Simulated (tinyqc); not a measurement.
# Resonant-tunnelling diode, transfer matrices and Tsu-Esaki current: resonance against bias

Emitter (band edge 0), barrier d1, well Lw, barrier d2, collector (edge -V). The bias drops linearly over these layers and none in the contacts; each layer is cut into ns equal slices, flat at the value of their centres. E is the energy of motion across the layers, C = hbar^2/(2 m0), psi and psi'/m are continuous. Transport is coherent, T(E) is taken as independent of the transverse momentum, and charge in the well is ignored.

For the pair (psi, psi'/m) a flat layer has M = [[cos kd, (m/k) sin kd], [-(k/m) sin kd, cos kd]] with k = sqrt(m (E - U)/C) above its edge U, and M = [[cosh Kd, (m/K) sinh Kd], [(K/m) sinh Kd, cosh Kd]] with K = sqrt(m (U - E)/C) below it. Later slices stand to the left. With M acting on (psi, psi'/m) and v = k/m in each lead, T(E) = 4 vL vR/[(vL vR M12 - M21)^2 + (vR M11 + vL M22)^2]. J = J0 times the integral over E > 0 of T(E) N(E), N = ln[(1 + exp((Ef - E)/Vt))/(1 + exp((Ef - V - E)/Vt))], J0 = q^2 mw m0 kB T/(2 pi^2 hbar^3) (times 1e-4 for A/cm^2 per eV). The integral is converged to the digits shown. The resonance is the first maximum of T(E) for E > 0, G its full width at half maximum. For a sharp resonance J = J0 (pi G/2) Tp N(Er), with Er the peak energy, Tp the peak transmission and G the full width at half maximum (in eV).

Values chosen for this exercise; masses and offsets of a made-up heterostructure:
- T = 150 K (temperature)
- mw = 0.031 m0 (mass in the well, spacer and contacts)
- U1 = 1.2 eV (barrier height)
- m1 = 0.12 m0 (barrier mass)
- d1 = 1.4 nm (emitter barrier)
- Lw = 4.2 nm (well width)
- d2 = 1.9 nm (collector barrier)
- ns = 1 (slices in each layer)
- Ef = 0.1 eV (Fermi energy of both contacts above their band edges)

Constants: q = 1.602176634e-19 C, kB = 1.380649e-23 J/K, hbar = 1.054571817e-34 J s, m0 = 9.1093837015e-31 kg, Vt = kB T/q, hbar^2/(2 m0) = 0.0380998212 eV nm^2. Results are converted to the units shown.

Results:

| V (V) | Er (eV) | Tp | G (meV) | J (kA/cm^2) | one-resonance J (kA/cm^2) |
|---|---|---|---|---|---|
| 0.043 | 0.1803 | 0.5376 | 2.158 | 0.04036 | 0.02287 |
| 0.097 | 0.1549 | 0.5929 | 2.061 | 0.2268 | 0.1765 |
| 0.204 | 0.1046 | 0.7162 | 1.840 | 7.229 | 7.136 |
| 0.258 | 0.07912 | 0.7890 | 1.702 | 24.26 | 24.57 |
| 0.311 | 0.05411 | 0.8705 | 1.534 | 47.92 | 48.67 |
| 0.365 | 0.02859 | 0.9632 | 1.297 | 69.29 | 70.34 |

Estimate the missing row, V = 0.15 V.

Computed row:

| V (V) | Er (eV) | Tp | G (meV) | J (kA/cm^2) | one-resonance J (kA/cm^2) |
|---|---|---|---|---|---|
| 0.15 | 0.1300 | 0.6511 | 1.958 | 1.328 | 1.216 |

With this row back in the table: Er falls from 0.180 to 0.0286 eV, by 0.471 eV a volt, against the share 0.467 of the bias at the centre of the well. Tp rises from 0.538 to 0.963: the bias lowers the thicker collector barrier towards a match with the emitter barrier. The one-resonance current is 43 % below the full integral in the first row and 1.5 % above it in the last.

Computed by the program tinyqc: `OMP_NUM_THREADS=1 python tinyqc.py 2600011 2600012 out.jsonl`, one thread of a shared Intel Xeon 2.30GHz, about 0.08 s for the whole run.
